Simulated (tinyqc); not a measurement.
# Energy and delay of logic against supply voltage: energy and delay against supply voltage

One expression serves below and above threshold: I(Vg) = Ik [ln(1 + exp((Vg - VT + dd V)/(al nf Vt)))]^al, with I_on = I(V) and I_off = I(0). Gate delay td = kd C V/I_on, clock period LD td. Per gate and cycle the switching energy is act C V^2 and the leakage energy I_off V LD td. No short-circuit current, no variation. Minima are sought above 0.09 V; below a few Vt gates no longer switch and the model has no meaning.

EDP = energy times td.

Inputs (values chosen for the exercise); values of the order met in logic technologies:
```
symbol,value,unit,meaning
T,250,K,temperature
VT,0.32,V,threshold voltage at zero drain bias
nf,1.31,,slope factor
dd,0.06,,barrier lowering per volt of supply
Ik,0.84,uA,specific current of a gate
al,1.23,,exponent of the current law
C,0.42,fF,load capacitance of a gate
kd,0.9,,delay factor
LD,60,,logic depth
act,0.01,,activity factor
```

Constants: q = 1.602176634e-19 C, kB = 1.380649e-23 J/K, Vt = kB T/q. Results are converted to the units shown.

Result of one run:
```
V (V),I_on (uA),I_off (nA),td (ps),switching (aJ),leakage (aJ),energy (aJ),EDP (fJ ps)
1.2,49.340,0.12814,9.1933,6.0480,0.084819,6.1328,0.056381
```

What becomes of these results when the supply voltage V is changed from 1.2 to 0.39 V, all else the same?

Result of the changed run:
```
V (V),I_on (uA),I_off (nA),td (ps),switching (aJ),leakage (aJ),energy (aJ),EDP (fJ ps)
0.39,2.9233,0.022906,50.429,0.63882,0.027030,0.66585,0.033578
```

The whole series:
```
V (V),I_on (uA),I_off (nA),td (ps),switching (aJ),leakage (aJ),energy (aJ),EDP (fJ ps)
0.16,0.0040396,0.014048,14972,0.10752,2.0191,2.1266,31.839
0.28,0.28375,0.018130,373.01,0.32928,0.11361,0.44289,0.16520
0.39,2.9233,0.022906,50.429,0.63882,0.027030,0.66585,0.033578
0.51,8.1707,0.029563,23.594,1.0924,0.021344,1.1138,0.026278
0.62,13.765,0.037350,17.026,1.6145,0.023656,1.6381,0.027890
0.74,20.406,0.048203,13.708,2.2999,0.029338,2.3293,0.031929
0.85,26.879,0.060901,11.954,3.0345,0.037127,3.0716,0.036717
0.97,34.290,0.078595,10.693,3.9518,0.048911,4.0007,0.042779
1.08,41.361,0.099295,9.8703,4.8989,0.063509,4.9624,0.048980
1.2,49.340,0.12814,9.1933,6.0480,0.084819,6.1328,0.056381
```

td falls from 15000 to 9.19 ps; the energy goes from 2.13 through a minimum of 0.443 (at V = 0.28 V among the rows listed) to 6.13 aJ and the EDP goes from 31.8 through a minimum of 0.0263 (at V = 0.51 V among the rows listed) to 0.0564 fJ ps. The exact minima lie at V = 0.281 V for the energy and 0.515 V for the EDP. Going from 1.2 V to the energy minimum saves a factor of 13.8 in energy and costs a factor of 39.3 in delay. Below the minimum the leakage energy rises faster than the switching energy falls, because the clock period grows so steeply.

Computed by the program tinyqc: `OMP_NUM_THREADS=1 python tinyqc.py 2082114 2082115 out.jsonl`, one thread of a shared Intel Xeon 2.30GHz, about 0.01 s for the whole run.
